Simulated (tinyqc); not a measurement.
Gain factor and gap resistance from two string resistances.

Question. At small bit-line voltage each of the 64 cells has the resistance 1/(K x) at overdrive x (no mobility reduction) in series with a gap resistance Rg. Find K, Rg and the share of the gaps at the higher overdrive.

resistance of a string of 64 equal cells at overdrives of 4 and 7.7 V (kohm): [4680.2286, 2483.5681]

Answer. The resistance per cell is a straight line in 1/x with slope 1/K and intercept Rg.

K = 3.500 uA/V^2
Rg = 1.700 kohm
share of the gaps = 4.381 %

Numbers from tinyqc (`OMP_NUM_THREADS=1 python tinyqc.py 2142267 2142268 out.jsonl`; about 0.4 s on one thread of a shared Intel Xeon 2.30GHz).
